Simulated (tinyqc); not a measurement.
Length of a molecular wire: coherent transport through a tight-binding bridge. Computed by the program tinyqc. 

A uniform bridge between two chains:

| parameter | value |
|---|---|
| site energy (eV) | 1.450000 |
| hopping in the bridge (eV) | 0.550000 |
| lead hopping (eV) | 1.990000 |
| couplings (eV) | 0.76, 0.45 |
| E (eV) | 0.260000 |

T = Gamma_L Gamma_R |G_1n|^2 with the self-energies of semi-infinite chains.

Transmission against length:

| sites | T | ln T |
|---|---|---|
| 2 | 2.4323e-02 | -3.716 |
| 3 | 9.6698e-03 | -4.639 |
| 4 | 4.1116e-03 | -5.494 |
| 5 | 1.7994e-03 | -6.320 |
| 6 | 7.9746e-04 | -7.134 |
| 7 | 3.5541e-04 | -7.942 |
| 8 | 1.5880e-04 | -8.748 |
| 9 | 7.1031e-05 | -9.552 |
| 10 | 3.1788e-05 | -10.356 |

E lies outside the band of the bridge (|E - e|/2h = 1.082 > 1), so T decays as exp(-beta n) with beta = 2 arccosh(1.082) = 0.8036 a site; the last two rows give 0.8040.
